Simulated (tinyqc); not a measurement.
Valley splitting in a one-orbital chain of atomic planes (second-neighbour model): one step. The bulk band. Three cases, with inputs chosen for the exercise.

Problem. E at phi = j pi/10.

Each (001) plane carries one orbital with energy e0, hopping v to the next plane and u to the second: E(phi) = e0 + 2 v cos(phi) + 2 u cos(2 phi), where phi = pi - k a/4 (the sign of every second orbital is chosen so that v > 0, which shifts the phase by pi). The minimum lies at cos(phi0) = -v/(4u), phi0 = pi - (pi/2) k0 for a valley at k0 (2 pi/a), and e0 puts it at zero. A slab of N planes has hard walls: the matrix simply ends.

Give: Band.

Case 1.

u = 0.5833008 eV
v = 0.6439008 eV
e0 = 1.3443007 eV

Solution.

Band:

| phi/pi | E (eV) |
|---|---|
| 0.0 | 3.7987 |
| 0.1 | 3.5129 |
| 0.2 | 2.7467 |
| 0.3 | 1.7408 |
| 0.4 | 0.7985 |
| 0.5 | 0.1777 |
| 0.6 | 0.0025 |
| 0.7 | 0.2269 |
| 0.8 | 0.6629 |
| 0.9 | 1.0633 |
| 1.0 | 1.2231 |

Case 2.

u = 0.6348966 eV
v = 0.6701284 eV
e0 = 1.4466220 eV

Solution.

Band:

| phi/pi | E (eV) |
|---|---|
| 0.0 | 4.0567 |
| 0.1 | 3.7486 |
| 0.2 | 2.9233 |
| 0.3 | 1.8420 |
| 0.4 | 0.8335 |
| 0.5 | 0.1768 |
| 0.6 | 0.0052 |
| 0.7 | 0.2665 |
| 0.8 | 0.7547 |
| 0.9 | 1.1992 |
| 1.0 | 1.3762 |

Case 3.

u = 0.5703372 eV
v = 0.6054422 eV
e0 = 1.3013514 eV

Solution.

Band:

| phi/pi | E (eV) |
|---|---|
| 0.0 | 3.6529 |
| 0.1 | 3.3758 |
| 0.2 | 2.6335 |
| 0.3 | 1.6606 |
| 0.4 | 0.7527 |
| 0.5 | 0.1607 |
| 0.6 | 0.0043 |
| 0.7 | 0.2371 |
| 0.8 | 0.6742 |
| 0.9 | 1.0726 |
| 1.0 | 1.2311 |

Computed by tinyqc, one run a case: `OMP_NUM_THREADS=1 python tinyqc.py N N+1 out.jsonl` with N = 1481111, 1481116, 1481170; one thread of a shared Intel(R) Xeon(R) Processor @ 2.30GHz, about 0.01 s a run at most.
